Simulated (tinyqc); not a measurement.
Inside a calculation. Method: Hubbard ring of 3 sites. One step of it, computed by the program tinyqc.

Problem. The many-body Hamiltonian. Basis: all placements (u, d, 2, 0 on each site), up operators ordered before down ones; hops carry the sign of the same-spin electrons passed.

one-body matrix (hopping and site energies) (eV):
```
           1          2          3
1  -0.560000  -0.650000  -0.650000
2  -0.650000  -0.330000  -0.650000
3  -0.650000  -0.650000   0.500000
```

U = 10.200000 eV

electrons, up and down: 2  2

Give: H.

Solution.

H (eV):
```
         220      2ud      u2d      2du      202      ud2      d2u      du2
220  18.6200  -0.6500   0.6500  -0.6500   0.0000   0.0000   0.6500   0.0000
2ud  -0.6500   9.2500  -0.6500   0.0000  -0.6500   0.0000   0.0000   0.6500
u2d   0.6500  -0.6500   9.4800   0.0000   0.0000  -0.6500   0.0000   0.0000
2du  -0.6500   0.0000   0.0000   9.2500  -0.6500   0.6500  -0.6500   0.0000
202   0.0000  -0.6500   0.0000  -0.6500  20.2800  -0.6500   0.0000  -0.6500
ud2   0.0000   0.0000  -0.6500   0.6500  -0.6500  10.3100   0.0000   0.0000
d2u   0.6500   0.0000   0.0000  -0.6500   0.0000   0.0000   9.4800  -0.6500
du2   0.0000   0.6500   0.0000   0.0000  -0.6500   0.0000  -0.6500  10.3100
022   0.0000   0.0000   0.6500   0.0000   0.0000  -0.6500   0.6500  -0.6500

         022
220   0.0000
2ud   0.0000
u2d   0.6500
2du   0.0000
202   0.0000
ud2  -0.6500
d2u   0.6500
du2  -0.6500
022  20.7400
```
